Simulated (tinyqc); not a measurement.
# Floating body of a partially depleted SOI transistor: body voltage and kink: what changes with what

Source at 0 V. Channel current Ic = 2 nf K Vt^2 [F(0) - F(Vd)](1 + la Vd), F(V) = ln^2(1 + exp((Vg - VT - nf V)/(2 nf Vt))), VT = VT0 - gb Vb. Saturation voltage Vs = 2 Vt sqrt(F(0)) + 3 Vt, excess Ve = (Vd - Vs + sqrt((Vd - Vs)^2 + 0.0004 V^2))/2, multiplication M1 = Ai Ve exp(-Bl/Ve). Each junction passes D(v) = J1 (exp(v/Vt) - 1) + J2 (exp(v/(2 Vt)) - 1). Bipolar current Ib = bb J1 (exp(Vb/Vt) - 1). The body settles where M1 (Ic + Ib) = D(Vb) + D(Vb - Vd) + Vb/Rb; drain current Id = (1 + M1)(Ic + Ib) - D(Vb - Vd).

Inputs (values chosen for the exercise); values of the order met in partially depleted silicon-on-insulator transistors:
- T = 330 K (temperature)
- VT0 = 0.5 V (threshold at zero body voltage)
- gb = 0.27 (fall of the threshold per volt of body voltage)
- nf = 1.32 (slope factor)
- K = 190 uA/(V^2 um) (gain factor per width)
- la = 0.04 1/V (channel-length modulation factor)
- Ai = 3.07 1/V (impact-ionisation prefactor)
- Bl = 5.7 V (impact-ionisation voltage)
- J1 = 1e-12 uA/um (diffusion saturation current of each junction)
- J2 = 2.5e-8 uA/um (recombination saturation current of each junction)
- bb = 0.5 (gain of the lateral bipolar transistor on the diffusion current)
- Rb = 1e9 kohm um (resistance of a weak body tie to the source (1e9 stands for no tie, and the term is then dropped))
- Vg = 0.78 V (gate voltage)
- Vd = 1.8 V (drain voltage)

Constants: q = 1.602176634e-19 C, kB = 1.380649e-23 J/K, Vt = kB T/q. Results are converted to the units shown.

Each table varies one quantity; the others keep the values above.

## Output curve and kink

Rows with more than one solution for Vb (latch) are left out; dId/dVd by a forward difference over 1e-4 V, swing = 1e-4 V over the change of log10 Id; M1 under 1e-12 is printed as 0.

Result of one run:
```
Vd (V)  Vb (V)        M1  Id, floating (uA/um)  Id, grounded (uA/um)  ratio  dId/dVd, floating (uS/um)  dId/dVd, grounded (uS/um)
1.16    0.6584  8.879e-4                 15.81                 6.001  2.635                      7.669                     0.4163
```

What becomes of these results when the drain voltage Vd is changed from 1.16 to 1.48 V, all else the same?

Result of the changed run:
```
Vd (V)  Vb (V)       M1  Id, floating (uA/um)  Id, grounded (uA/um)  ratio  dId/dVd, floating (uS/um)  dId/dVd, grounded (uS/um)
1.48    0.7415  0.01256                 17.91                 6.229  2.876                      6.446                      1.104
```

The whole series:
```
Vd (V)  Vb (V)        M1  Id, floating (uA/um)  Id, grounded (uA/um)  ratio  dId/dVd, floating (uS/um)  dId/dVd, grounded (uS/um)
0.84    0.4352  4.841e-6                 11.78                 5.907  1.994                      20.55                     0.2342
1       0.5820  1.025e-4                 14.32                 5.947  2.408                      11.68                     0.2779
1.16    0.6584  8.879e-4                 15.81                 6.001  2.635                      7.669                     0.4163
1.32    0.7069  0.004084                 16.91                 6.087  2.778                      6.329                     0.6894
1.48    0.7415   0.01256                 17.91                 6.229  2.876                      6.446                      1.104
1.64    0.7678   0.02971                 19.03                 6.447  2.952                      7.726                      1.642
1.8     0.7887   0.05875                 20.44                 6.760  3.024                      10.07                      2.277
```

Vb rises from 0.435 to 0.789 V and the ratio of the currents rises from 1.99 to 3.02. The output conductance with a floating body exceeds the grounded value by the largest factor among the rows, 87.7, at Vd = 0.84 V, where Vb = 0.435 V and M1 = 4.84e-6.

## Transfer curve and swing

Same model as above.

Transfer curve and swing:
columns A: Vg (V); B: Vb (V); C: M1; D: Id, floating (uA/um); E: Id, grounded (uA/um); F: ratio; G: swing, floating (mV/decade); H: swing, grounded (mV/decade)
```
A          B        C         D         E      F      G      H
0.05  0.2905   0.1893  2.585e-5  3.233e-6  7.995  52.05  87.22
0.15  0.5148   0.1880  0.001806  4.575e-5  39.48  59.68  86.90
0.25  0.6402   0.1813   0.05161  6.392e-4  80.75  80.08  88.00
0.35  0.7108   0.1632    0.5585  0.008340  66.96  122.1  92.18
0.45  0.7496   0.1363     2.451   0.08808  27.82  202.4  106.1
0.55  0.7704   0.1089     6.123    0.5898  10.38  312.0  143.1
0.65  0.7817  0.08464     11.42     2.233  5.113  435.4  213.1
0.75  0.7876  0.06417     18.16     5.470  3.319  563.1  310.6
0.85  0.7900  0.04733     26.25     10.32  2.545  690.2  423.0
```

What does the table show?

Vb rises from 0.291 to 0.790 V. The smallest swing among the rows is 52.1 mV a decade with a floating body (at Vg = 0.05 V) and 86.9 with a grounded one; Vt ln 10 = 65.5. The floating swing is smaller by more than 3 % for Vg = 0.05, 0.15, 0.25 V, where the rising Vb lowers the threshold as Vg rises. In the first row the floating body raises the current by a factor of 7.99.

Range of the model: The multiplication law is an empirical form chosen for the exercise; self-heating and capacitive coupling to the body are left out, and the linear laws are rough once Vb passes about 0.7 V or M1 about 0.1.

tinyqc, about 0.2 s, one thread, Intel Xeon 2.30GHz (shared host): `OMP_NUM_THREADS=1 python tinyqc.py 2182181 2182182 out.jsonl`
